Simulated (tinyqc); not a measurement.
Trap in a gate oxide as a short-range spherical well: sweeps and comparisons. A value that a table varies takes the place of the one given here.

A spherical well of radius R and depth V0 below the conduction edge, one mass m, c = hbar^2/2m0. The s level at binding Et solves k cot(k R) = -kappa with k = sqrt(m (V0 - Et)/c), kappa = sqrt(m Et/c); it exists for V0 > Vc = c (pi/2R)^2/m. Outside, psi falls as exp(-kappa r)/r.

Lucovsky model (delta well, plane-wave final states, no local-field factor): sigma = (32 pi alpha c/(3 n_r m Et)) (x - 1)^(3/2)/x^3, x = h nu/Et, c = hbar^2/2m0; 1 angstrom^2 = 1e-16 cm^2.

Energies from the conduction edge of the channel. The trap level at depth x is E_T = dEc - Et - e Fox x (1 MV/cm = 0.01 eV/angstrom). An electron at the channel edge tunnels with the WKB exponent S = (4/3) sqrt(m/c) [dEc^(3/2) - (dEc - e Fox x)^(3/2)]/(e Fox), c = hbar^2/2m0; tau = t0 exp(S); the occupation is f = 1/(1 + exp((E_T - EF)/kB T)), tau_c = tau/f and tau_e = tau/(1 - f). Lattice relaxation is left out; a level below the channel edge needs phonons as well, so tau is then a lower bound, while a level above it can also empty elastically at its own energy, through a thinner barrier, faster than this tau.

Constants: hbar^2/2m0 = 3.80998211 eV angstrom^2; fine-structure constant alpha = 0.007297352564; kB = 8.617333262e-05 eV/K.

Values chosen for the exercise (near those of HfO2 on Si; shifted at random, so the results belong to these values and not to a real crystal): R = 3.3 angstrom (radius of the well); m = 0.212 m0 (mass); fV = (1.02, 1.16, 1.22, 1.58, 1.97, 3.39, 5.27) (V0/Vc); n_r = 1.86 (refractive index); xs = (1.04, 1.21, 1.52, 1.9, 2.16, 3.25, 4.5, 7.51) (photon energies h nu/Et); dEc = 1.52 eV (conduction offset to the channel); Fox = 1.8 MV/cm (oxide field, lowering levels away from the channel); t0 = 9.1 x 1e-11 s (time constant at the interface); T = 400 K (temperature); EF = 0.1 eV (Fermi level above the channel edge); ds = (2, 5, 8, 11, 14, 17, 20) angstrom (depths); V0 = 7.67 eV (depth of the well); x = 7 angstrom (depth of the trap).

## From threshold to a deep level

Et against the depth at fixed R; near threshold Et = (pi^2/16)(V0 - Vc)^2/Vc.

Results:
```
V0/Vc  V0 (eV)    Et (eV)  threshold form (eV)  1/kappa (angstrom)  share outside
1.02     4.153  0.0009902             0.001005               134.7          0.976
1.16     4.723    0.05760              0.06430                17.7          0.832
1.22     4.968     0.1049               0.1216                13.1          0.782
1.58     6.434     0.5977               0.8450                 5.5          0.566
1.97     8.022      1.404                2.363                 3.6          0.429
3.39    13.804      5.448                14.35                 1.8          0.215
5.27    21.459      11.88                45.80                 1.2          0.121
```

What can be read from the table?

The threshold form holds to 10 % up to V0/Vc = 1.02 of those listed. There the state is mostly outside the well (98 % in the first row) and knows only Et, which is why a delta-well model works; more than half is inside from V0/Vc = 1.97 on. A second s level would need V0/Vc > 9. From V0/Vc = 5.27 on Et exceeds the gap of the host, about 5.8 eV, so those rows only show the model.

## Neutral against charged centre

Et = 1.20776 eV

Lucovsky cross-section, its shape relative to the peak, and the shape of a hydrogen-like centre relative to threshold: x^-4 exp(4 - 4 atan(e)/e)/(1 - exp(-2 pi/e)), e = sqrt(x - 1).

Results:
```
x     h nu (eV)  sigma (1e-18 cm^2)  relative to peak  hydrogen-like
1.04      1.256                1.39             0.057          0.901
1.21      1.461                10.6             0.435          0.599
1.52      1.836                20.9             0.854          0.320
1.90      2.295                24.4             0.996          0.171
2.16      2.609                24.3             0.992          0.119
3.25      3.925                19.2             0.787          0.036
4.50      5.435                14.1             0.575          0.014
7.51      9.070                7.67             0.314          0.003
```

What does this show?

The short-range centre starts from zero, reaches half its peak at x = 1.24 and peaks at x = 2; in the last row it still has 31 % of the peak. The Coulomb centre is largest at threshold and is down to 0.3 % there. Reading the peak as the threshold would misplace the level by a factor 2, here 1.21 eV. Rows above the gap, about 5.8 eV, are hidden by band-to-band absorption.

## Depth of the trap

Each depth has its own level and time; the corner frequency is 1/(2 pi tau).

Results:
```
x (angstrom)  E_T (eV)      S  tau (s)  corner (Hz)      f
2                0.276   1.16  2.9e-10      5.5e+08  0.006
5                0.222   2.86  1.6e-09      1.0e+08  0.028
8                0.168   4.54  8.5e-09      1.9e+07  0.121
11               0.114   6.18  4.4e-08      3.6e+06  0.398
14               0.060   7.80  2.2e-07      7.2e+05  0.760
17               0.006   9.37  1.1e-06      1.5e+05  0.938
20              -0.048  10.91  5.0e-06      3.2e+04  0.986
```

What can be read from the table?

tau spans 4.2 decades, one decade for each 4.04 angstrom at the start and 4.48 at the end, where the field has thinned the barrier. Traps spread evenly in depth are thus spread nearly evenly in ln tau; if levels near EF exist at every depth, this sums to 1/f noise and to charging that grows as ln t. With the single Et of this table only depths where f is neither 0 nor 1 contribute. The level crosses EF between 11 and 14 angstrom.

## What each parameter does

Et from the well, then the level and the time. Each row changes one parameter from the base and keeps the others.

Results:
```
case             Et (eV)  E_T (eV)  log10 tau (s)  ln(tau_c/tau_e)
base               1.208     0.186          -8.31              2.5
x = 9 angstrom     1.208     0.150          -7.83              1.5
Fox = 2.8 MV/cm    1.208     0.116          -8.33              0.5
dEc = 1.4 eV       1.208     0.066          -8.38             -1.0
m = 0.233 m0       1.495    -0.101          -8.23             -5.8
V0 = 8.05 eV       1.420    -0.026          -8.31             -3.7
T = 450 K          1.208     0.186          -8.31              2.2
EF = 0.15 eV       1.208     0.186          -8.31              1.1
```

How do the results move?

The largest shifts from the base row, up to three for each result and ties (the steps differ in size, so this ranks the rows, not the parameters). Et (eV): m +0.287, V0 +0.213; unchanged at the printed digits by x, Fox, dEc, T and EF. E_T (eV): m -0.287, V0 -0.213, dEc -0.120; unchanged at the printed digits by T and EF. log10 tau (s): x +0.48, m +0.08, dEc -0.07; unchanged at the printed digits by V0, T and EF. ln(tau_c/tau_e): m -8.3, V0 -6.2, dEc -3.5.

tinyqc: `OMP_NUM_THREADS=1 python tinyqc.py 1252283 1252284 out.jsonl`; about 0.01 s, one thread, shared Intel(R) Xeon(R) Processor @ 2.30GHz.
